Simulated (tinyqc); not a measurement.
# Changing the grain-boundary energy gamma_b

Model: capillary instabilities by surface diffusion: grooving and agglomeration of films, edge retraction, wire break-up and smoothing of roughness. Computed by tinyqc, a small Python program. Command: `OMP_NUM_THREADS=1 python tinyqc.py 3012754 3012755 out.jsonl dewet sweep`. One thread of a shared host (Intel(R) Xeon(R) Processor @ 2.30GHz), about 0.01 s of CPU time with the checks.

Isotropic surface energy; shapes change by surface diffusion alone.

Inputs (values chosen for the exercise, for a model film): surface energy gamma_s = 2.35 J/m^2; interface energy gamma_i = 2 J/m^2; atomic volume Omega = 11.1 angstrom^3; surface sites nu = 7.4 1/nm^2; prefactor D0 = 2.2e-05 m^2/s; activation energy Q = 1.35 eV; temperature T = 659 K; time t = 8700 s; film thickness h = 8.2 nm; grain radius R = 210 nm.

Grooves: at the surface and the interface.

Constants: k_B = 8.617333262e-05 eV/K; k_B = 1.380649e-23 J/K.

Method:
- B = D_s nu gamma_s Omega^2/(k_B T), D_s = D0 exp(-Q/(k_B T)).
- Groove angle beta: sin(beta) = gamma_b/(2 gamma). For circular grains of radius R with spherical caps the groove ends (measured from the mean surface) at the depth R g(beta), g = (2 - 3 cos beta + cos^3 beta)/(3 sin^3 beta). The film parts if R [g(beta_s) + g(beta_i)] > h.
- Mullins' isolated groove: depth below the flat surface d = 0.780 m (B t)^(1/4), m = tan(beta_s), width between the ridges 4.6 (B t)^(1/4); time to reach h: (h/(0.780 m))^4/B.

One run for each value:
```
grain-boundary energy gamma_b (J/m^2)  critical R/h  beta_s (degrees)  time to reach the substrate (s)
0.235                                         36.74              2.87                        7.920e+06
0.436                                         19.76              5.32                        6.602e+05
0.638                                         13.45              7.80                        1.412e+05
0.839                                         10.17             10.28                        4.592e+04
1.040                                          8.15             12.78                        1.877e+04
1.240                                          6.77             15.30                        8.888e+03
1.440                                          5.77             17.84                        4.635e+03
1.650                                          4.97             20.55                        2.517e+03
```

Over the rows, critical R/h falls from 36.7 to 4.97 (exponent d ln y / d ln x -1.0 between the first rows and -1.1 between the last); beta_s (degrees) rises from 2.87 to 20.6 (exponent d ln y / d ln x about 1.0 throughout); time to reach the substrate (s) falls from 7.92e6 to 2520 (exponent d ln y / d ln x -4.0 between the first rows and -4.5 between the last). At the low end the exponent of critical R/h is -1.00, close to -1: g is about beta/4 for small angles.

Caution (rows 0.235, 0.436, 0.638): the grains are too small for the surface groove ever to reach the depth h.
